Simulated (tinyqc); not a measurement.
# Metal-interlayer-semiconductor contact, depinning against tunnelling resistance: what changes with what

Zero bias, n-type semiconductor. Gap states at the semiconductor surface thin out as exp(-be ti), which unpins the barrier; electrons must then cross the interlayer (a rectangular barrier, no voltage drop across it) and the parabolic depleted layer, both by WKB. Energies E are counted from the Fermi level; no image force, parabolic bands.

Parameters, values chosen for the exercise; semiconductor values close to those of In0.53Ga0.47As; interlayer mass of the order of that in silicon nitride, offset chosen freely: temperature T = 300 K; band gap Eg = 0.714 eV; relative permittivity eps_r = 13.9; electron affinity chi = 4.53 eV; conduction-band density of states at T Nc = 2.1e17 cm^-3; tunnelling mass in the semiconductor mt = 0.0409 m0; Richardson mass mA = 0.0416 m0; donor density Nd = 4e18 cm^-3; charge-neutrality level above the valence band E0 = 0.48 eV; pinning factor without interlayer S0 = 0.15; metal work function phiM = 4.76 eV; interlayer thickness ti = 1.8 nm; conduction-band offset of the interlayer above the semiconductor dE = 2.01 eV; tunnelling mass in the interlayer mi = 0.46 m0; decay constant of gap states through the interlayer be = 4.6 1/nm.

Constants: q = 1.602176634e-19 C, kB = 1.380649e-23 J/K, eps0 = 8.8541878128e-12 F/m, hbar = 1.054571817e-34 J s, h = 6.62607015e-34 J s, m0 = 9.1093837015e-31 kg, Vt = kB T/q, hbar^2/(2 m0) = 0.0380998212 eV nm^2. Results are converted to the units shown.

Each table varies one quantity; the others keep the values above.

## Contact resistivity against the interlayer thickness

S = 1/(1 + (1/S0 - 1) exp(-be ti)); phiB = S (phiM - chi) + (1 - S)(Eg - E0); xi = Ec - EF deep inside, from Nd = Nc F(-xi/Vt), F(x) = (2/sqrt(pi)) int_0^infinity sqrt(u) du/(1 + exp(u - x)); band bending U = phiB - xi; E00 = (hbar/2) sqrt(Nd/(eps0 eps_r mt m0)) in volts; A = 4 pi q mA m0 kB^2/h^3. With U = phiB - xi: for xi < E < phiB, y = (E - xi)/U and G1 = (U/E00) [sqrt(1 - y) - y ln((1 + sqrt(1 - y))/sqrt(y))], G1 = 0 above phiB; G2 = 2 ti sqrt(mi max(phiB + dE - E, 0)/C), C = hbar^2/(2 m0); f = 1/(1 + exp(E/Vt)); 1/rho_c = (A T^2/Vt^2) times the integral of exp(-G1 - G2) f over E from xi upwards. Shares under 0.001 % are printed as 0; rows without band bending are left out.

The same in every row: E00/Vt = 1.90.

Contact resistivity against the interlayer thickness:
```
ti (nm)      S  phiB (eV)  rho_c (ohm cm^2)  rho_c with G2 = 0 (ohm cm^2)  peak of the integrand (eV)  share above phiB (%)
0        0.150      0.233           2.83e-7                       2.83e-7                    -0.00235                0.0590
0.3      0.412      0.232           6.32e-6                       2.78e-7                    -8.36e-4                0.0729
0.6      0.736      0.231           1.40e-4                       2.73e-7                     6.61e-4                0.0903
0.9      0.917      0.230           0.00313                       2.70e-7                     0.00220                 0.110
1.2      0.978      0.230            0.0703                       2.69e-7                     0.00378                 0.133
1.5      0.994      0.230              1.58                       2.69e-7                     0.00538                 0.159
1.8      0.999      0.230              35.5                       2.69e-7                     0.00700                 0.190
2.1       1.00      0.230               795                       2.69e-7                     0.00863                 0.226
2.4       1.00      0.230            1.78e4                       2.69e-7                      0.0103                 0.269
```

What does the comparison show?

As ti goes from 0 to 2.4, phiB falls from 0.233 to 0.230 eV and rho_c rises from 2.83e-7 to 17800 ohm cm^2. No thickness listed beats the bare contact: tunnelling through the layer costs more than the change of the barrier gains. The ratio of rho_c to its value with G2 = 0 runs from 1.00 to 6.61e10.

## Contact resistivity against the decay constant of gap states through the interlayer

Same model as above.

The same in every row: E00/Vt = 1.90.

Contact resistivity against the decay constant of gap states through the interlayer:
```
be (1/nm)      S  phiB (eV)  rho_c (ohm cm^2)  rho_c with G2 = 0 (ohm cm^2)  peak of the integrand (eV)  share above phiB (%)
1          0.516      0.232              36.8                       2.77e-7                     0.00714                 0.182
2          0.866      0.231              35.8                       2.71e-7                     0.00704                 0.188
3          0.975      0.230              35.5                       2.69e-7                     0.00700                 0.189
4          0.996      0.230              35.5                       2.69e-7                     0.00700                 0.190
5          0.999      0.230              35.5                       2.69e-7                     0.00700                 0.190
6           1.00      0.230              35.5                       2.69e-7                     0.00700                 0.190
7           1.00      0.230              35.5                       2.69e-7                     0.00700                 0.190
8           1.00      0.230              35.5                       2.69e-7                     0.00700                 0.190
```

Read the table: what changes, and by how much?

As be goes from 1 to 8, phiB falls from 0.232 to 0.230 eV and rho_c falls from 36.8 to 35.5 ohm cm^2. The ratio of rho_c to its value with G2 = 0 runs from 1.33e8 to 1.32e8.

Range of the model: The depletion charge would drop about 0.23 V across such an interlayer (eps_r near 7.5) at ti = 1.8 nm and Nd = 4e18 cm^-3, against a band bending of 0.45 V; this model leaves that drop out.

Computed by the program tinyqc: `OMP_NUM_THREADS=1 python tinyqc.py 2270028 2270029 out.jsonl`, one thread of a shared Intel Xeon 2.30GHz, about 0.02 s for the whole run.
